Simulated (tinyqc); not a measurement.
## Amplitude against the length of the filling pulse

In DLTS the amplitude of the capacitance transient follows the share of traps filled by the pulse. In the neutral layer an empty trap fills as 1 - exp(-tp/tc), tc = 1/(sn vth(T) Nd), vth(T) = vth (T/300 K)^0.5; emission during the pulse and slow capture at the depletion edge are neglected.

Inputs (values chosen for the exercise):
```
symbol,value,unit,meaning
vth,2.4e7,cm/s,thermal velocity at 300 K
Nd,5.1e14,cm^-3,shallow donor density
sn,9.9e-17,cm^2,capture cross-section
T,263,K,temperature of the transient
```

Amplitude against the length of the filling pulse:
```
tp (s)    tp/tc  amplitude over its full value  ln(1 - that)
4.9e-8  0.05559                        0.05408      -0.05559
8.2e-8  0.09304                        0.08884      -0.09304
1.4e-7   0.1588                         0.1469       -0.1588
2.3e-7   0.2610                         0.2297       -0.2610
3.9e-7   0.4425                         0.3576       -0.4425
6.7e-7   0.7602                         0.5324       -0.7602
1.1e-6    1.248                         0.7129        -1.248
1.9e-6    2.156                         0.8842        -2.156
3.2e-6    3.631                         0.9735        -3.631
5.4e-6    6.127                         0.9978        -6.127
```

What does the table show?

The amplitude rises from 0.0541 to 0.998 of its full value. The last column is linear in tp with slope -1/tc, tc = 8.81e-7 s, which gives the cross-section from Nd and vth, independently of the Arrhenius intercept; 99 % filling needs 4.06e-6 s.

Program tinyqc, `OMP_NUM_THREADS=1 python tinyqc.py 2050140 2050141 out.jsonl`; Intel Xeon 2.30GHz, shared host, one thread, about 0.01 s.
